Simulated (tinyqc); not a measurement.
Changing the trap depth x from the interface: oxide trap near a transistor channel: two-state multiphonon kinetics, telegraph noise and bias instability. Computed by tinyqc, a small Python program. Command: `OMP_NUM_THREADS=1 python tinyqc.py 3009847 3009848 out.jsonl oxidetrap sweep`. One thread of a shared host (Intel(R) Xeon(R) Processor @ 2.30GHz), about 0.01 s of CPU time with the checks.

An n-channel device under positive gate bias. The trap is empty (state 1) or holds an electron (state 2); both states are parabolas of equal curvature, and the electron reservoir is taken at the Fermi level of the channel.

Inputs (values chosen for the exercise, with an insulator like SiO2 on silicon):

| quantity | value | unit |
|---|---|---|
| insulator constant eps_ox | 3.92 | - |
| insulator thickness t_ox | 2.4 | nm |
| tunnel barrier phi_b | 2.99 | eV |
| tunnelling mass m_ox | 0.44 | m_0 |
| trap level above E_F at zero field E_t | 0.82 | eV |
| relaxation energy E_R | 1.7 | eV |
| oxide field F | 6.7 | MV/cm |
| attempt rate k_0 at the interface | 3e+11 | 1/s |
| temperature T | 300 | K |
| channel width W | 240 | nm |
| channel length L | 85 | nm |
| frequency f | 10 | Hz |

Parts treated: one trap.

Constants: hbar^2/(2 m_0) = 3.80998212 eV angstrom^2; k_B = 8.617333262e-05 eV/K; e = 1.602176634e-19 C; eps_0 = 8.8541878128e-12 F/m.

Method:
- kappa = sqrt(2 m_ox phi_b)/hbar = sqrt(m_ox phi_b/(hbar^2/2m_0)); attenuation length lambda = 1/(2 kappa); factor exp(-x/lambda) for a rectangular barrier.
- E_21 = E_t - e F x is the energy of state 2 over state 1; barriers E_c = (E_R + E_21)^2/(4 E_R), E_e = E_c - E_21; tau_c = exp(E_c/k_B T)/(k_0 P), tau_e = exp(E_e/k_B T)/(k_0 P), P the tunnelling factor; occupation f_2 = tau_e/(tau_c + tau_e); 1/tau_0 = 1/tau_c + 1/tau_e.
- Charge-sheet step dV = e (t_ox - x)/(eps_ox eps_0 W L); Lorentzian spectrum S(f) = 4 dV^2 tau_0^2/((tau_c + tau_e)(1 + (2 pi f tau_0)^2)); corner 1/(2 pi tau_0); variance dV^2 f_2 (1 - f_2) = dV^2 tau_0/(tau_c + tau_e).

One run for each value:

| trap depth x from the interface (nm) | capture time tau_c (s) | emission time tau_e (s) | threshold step dV (mV) | tunnelling factor | occupation f_2 |
|---|---|---|---|---|---|
| 0.30 | 2186 | 8.730e-08 | 0.4752 | 2.943e-02 | 3.993e-11 |
| 0.50 | 741 | 5.271e-06 | 0.4299 | 2.805e-03 | 7.118e-09 |
| 0.69 | 320 | 3.133e-04 | 0.3869 | 3.008e-04 | 9.793e-07 |
| 0.89 | 161 | 2.817e-02 | 0.3417 | 2.867e-05 | 1.746e-04 |
| 1.10 | 98 | 3.952e+00 | 0.2942 | 2.430e-06 | 3.877e-02 |
| 1.30 | 75 | 5.403e+02 | 0.2489 | 2.316e-07 | 8.779e-01 |
| 1.50 | 71 | 9.060e+04 | 0.2037 | 2.208e-08 | 9.992e-01 |
| 1.70 | 82 | 1.863e+07 | 0.1584 | 2.104e-09 | 1.000e+00 |

Over the rows, capture time tau_c (s) goes from 2190 through a minimum among these rows, 70.7 at 1.50, to 81.5; emission time tau_e (s) rises from 8.73e-8 to 1.86e7 (exponent d ln y / d ln x 8.0 between the first rows and 43 between the last); threshold step dV (mV) falls from 0.475 to 0.158 (exponent d ln y / d ln x -0.20 between the first rows and -2.0 between the last).

Caution (all rows): a field 1.5 times as high comes near the usual breakdown field of such an insulator. Caution (rows 1.50, 1.70): the field lowers the tunnel barrier appreciably over the trap depth, so the rectangular barrier understates the rate.

Extremes, crossings and ranges named in words are read from the listed rows.
